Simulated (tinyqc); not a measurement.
Zigzag graphene nanoribbon in tight binding, step by step. Values are carried at full precision from step to step, so a last printed digit may differ when a step is redone from the rounded ones.

A zigzag ribbon of N chains, sites A1, B1, A2, ..., BN across it. For each k it is a chain with bonds -2t cos(k/2) (A_n to B_n) and -t (B_n to A_(n+1)), and +D, -D on A and B. A1 and BN are the edge sites; the Dirac points project to k = 2 pi/3.

Parameters, chosen for this exercise (near those used for graphene; the results hold for these values, not for the real material): t = 2.93 eV (hopping); N = 3 (zigzag chains); D = 0 eV (sublattice potential, +D on A and -D on B); k = 2.26 (k times the period sqrt3 acc); acc = 1.42 angstrom (bond length).

## The chain at this k

Form the k-dependent bond and the matrix.

2 cos(k/2) = 0.85332

H(k) (eV):
```
         A1       B1       A2       B2       A3       B3
A1        0  -2.5002        0        0        0        0
B1  -2.5002        0  -2.9300        0        0        0
A2        0  -2.9300        0  -2.5002        0        0
B2        0        0  -2.5002        0  -2.9300        0
A3        0        0        0  -2.9300        0  -2.5002
B3        0        0        0        0  -2.5002        0
```

An edge state of the finite ribbon needs 2 cos(k/2) < N/(N + 1) = 0.7500: not met here.

## Levels and where the middle pair lives

Diagonalise H; average the weights of the two middle levels.

levels (eV): -4.8830  -3.3409  -0.9581  0.9581  3.3409  4.8830

weights: A1 0.298, B1 0.044, A2 0.158, B2 0.158, A3 0.044, B3 0.298

The two edge sites hold 59.6 % of the middle pair, against 33.3 % for an even spread.

## The edge state from the half-plane solution

On a half plane the state lives on one sublattice with amplitudes (-x)^n, x = 2 cos(k/2): weight 1 - x^2 on the edge site, decay length -1.5 acc/ln x of the amplitude. The two edges mix to |E| = sqrt(D^2 + e^2), e about t x^N (1 - x^2).

edge weight = 0.2718
decay length = 13.428 angstrom
e = 0.4949 eV
|E| = 0.4949 eV

Diagonalising the chain of 6 sites gives |E| = 0.9581 eV; the estimate is -48.3 % from it, since it drops terms of order x^(2N).

## Checks

- Level at k = pi next to the edge pair against sqrt(t^2 + D^2): both 2.93000.

Run: tinyqc, `OMP_NUM_THREADS=1 python tinyqc.py 1481286 1481287 out.jsonl`; Intel(R) Xeon(R) Processor @ 2.30GHz, one thread, shared host; about 0.01 s of CPU time with all checks.
